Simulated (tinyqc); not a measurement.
Thickness from the minima: X-ray reflectivity of a thin film on silicon: critical angles, Parratt recursion, fringes and roughness. Computed by tinyqc, a small Python program. Command: `OMP_NUM_THREADS=1 python tinyqc.py 3120040 3120041 out.jsonl xrr walk`. One thread of a shared host (Intel(R) Xeon(R) Processor @ 2.30GHz), about 0.01 s of CPU time with the checks.

n = 1 - delta + i beta; the classical electron radius is r_e = 2.8179403e-6 nm. Layer 0 is vacuum, 1 the film, 2 the substrate.

Inputs (values chosen for the exercise, modelled on tungsten on silicon, copper K-alpha radiation): wavelength lambda = 0.15406 nm; film density rho = 18.4 g/cm^3; effective electrons per unit mass, film = 0.399 mol/g; beta/delta, film = 0.077; film thickness d = 13.5 nm; roughness of the surface sigma_1 = 0.42 nm; roughness of the interface sigma_2 = 0.45 nm; substrate density = 2.33 g/cm^3; effective electrons per unit mass, substrate = 0.507 mol/g; beta/delta, substrate = 0.023; grazing angle theta = 1.62 degrees.

Constants: N_A = 6.02214076e+23 1/mol.

Method:
- delta = r_e lambda^2 rho_e/(2 pi), rho_e = density x electrons per mass x N_A; critical angle sqrt(2 delta), q_c = 4 sqrt(pi r_e rho_e).
- k_j = (2 pi/lambda) sqrt(sin^2 theta - 2 delta_j + 2 i beta_j); r_ij = (k_i - k_j)/(k_i + k_j) x exp(-2 k_i k_j sigma^2) (Nevot-Croce); r = (r_01 + r_12 p)/(1 + r_01 r_12 p), p = exp(2 i k_1 d); R = |r|^2.
- Far above the critical angle the period is d theta = lambda/(2 d), or 2 pi/d in q; the envelope runs between (|r_01| - |r_12 p|)^2 and (|r_01| + |r_12 p|)^2; contrast = 2 a b/(a^2 + b^2) with a = |r_01|, b = |r_12 p|; roughness factors on the amplitudes are about exp(-q^2 sigma^2/2).
- Minima of R theta^4 are located on 6001 points over 7.5 periods, from 1.15 times the larger critical angle. With refraction, sin^2(theta_m) = 2 delta + m^2 (lambda/(2 d))^2, m integer or half-integer; the first six minima are used, and the first order is the one that minimises the largest residual of the least-squares line plus the distance of its intercept from 2 delta. Without refraction, d = lambda/(2 x mean step of sin theta).

Constants:
```
layer      rho_e (1/nm^3)        delta         beta  critical angle (degrees)  q_c (1/nm)
film              4421.21  4.70623e-05  3.62380e-06                  0.555871    0.791356
substrate          711.40  7.57263e-06  1.74170e-07                  0.222977    0.317437
```

period in theta = 0.326925 degrees

Minima:
```
order m  theta (degrees)  sin^2 theta
1                 0.6470    0.0001275
2                 0.8591    0.0002248
3                 1.1284    0.0003878
4                 1.4218    0.0006157
5                 1.7275    0.0009088
6                 2.0401    0.0012673
```

d with refraction = 13.498 nm

d without refraction = 15.845 nm

Against d = 13.5 nm the errors are -0.02 % with and +17.37 % without refraction. The orders are integers, as r_01 and r_12 have opposite signs for a film denser than the substrate.

Extremes, crossings and ranges named in words are read from the listed rows.
